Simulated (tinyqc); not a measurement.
Gate voltage for a wanted density.

Inverse problem. A HEMT has a barrier of thickness d, permittivity eb and off voltage Voff; energies are counted from the channel band edge at the interface. F = q (eta ns + Nb)/(eps0 ec) in eV/nm; E_k = a_k (C F^2/me)^(1/3), a_0 = 2.338107, a_1 = 4.087949, C = hbar^2/(2 m0); D = me m0 q/(pi hbar^2); ns = D Vt [ln(1 + exp((EF - E_0)/Vt)) + ln(1 + exp((EF - E_1)/Vt))], which gives EF = E_0 + Vt ln{2 s/[(1 + u) + sqrt((1 + u)^2 + 4 u s)]} with s = exp(ns/(D Vt)) - 1, u = exp((E_0 - E_1)/Vt). Charge control: ns + Nb = eps0 eb (Vg - Voff - EF)/(q d). Find E_0, E_1, EF and the Vg that gives this ns.

Inputs (values chosen for the exercise); material values close to those of AlGaN on GaN:
```
symbol,value,unit,meaning
T,400,K,temperature
d,12,nm,barrier thickness
me,0.21,m0,electron mass in the channel
ec,9.6,,relative permittivity of the channel
eta,0.6875,,share of ns that counts in the confining field
Nb,0,cm^-2,depletion charge of the buffer
```

Constants: q = 1.602176634e-19 C, kB = 1.380649e-23 J/K, hbar = 1.054571817e-34 J s, m0 = 9.1093837015e-31 kg, Vt = kB T/q, eps0 = 8.8541878128e-14 F/cm where lengths are in cm, hbar^2/(2 m0) = 0.0380998212 eV nm^2. Results are converted to the units shown.

ns = 1.6e12 cm^-2
eb = 9.5082000
Voff = -1.5301017 V

Answer. In this direction nothing needs iterating: ns fixes the field, the levels and EF, and the charge-control relation gives Vg.

E_0 = 0.09990 eV
E_1 = 0.1747 eV
EF = 0.08172 eV
Vg = -1.083 V

Computed by the program tinyqc: `OMP_NUM_THREADS=1 python tinyqc.py 2180130 2180131 out.jsonl`, one thread of a shared Intel Xeon 2.30GHz, about 0.01 s for the whole run.
